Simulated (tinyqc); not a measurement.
Worked calculation: tight binding, honeycomb lattice. One step of it, computed by the program tinyqc.

Task: Bloch Hamiltonian at k. H_AB = -t1 (1 + exp(-i k.a1) + exp(-i k.a2)); H_AA = delta - 2 t2 sum cos(k.b + phi), H_BB = -delta - 2 t2 sum cos(k.b - phi), b = a1, a2 - a1, -a2.

Parameters chosen for this model:
```
parameter     value                        unit
t1         1.680000                 eV, nearest
t2         0.140000       eV, second neighbours
phi        1.180000  rad, phase of t2 (Haldane)
delta             0          eV, +/- on A and B
```

k point k (fractions of the reciprocal vectors): 0.310000  0.370000

Give: H(k) at k.

Result:

H(k) at k (eV):
```
                A               B
A          0.1604  0.0885+2.7867i
B  0.0885-2.7867i         -0.1342
```
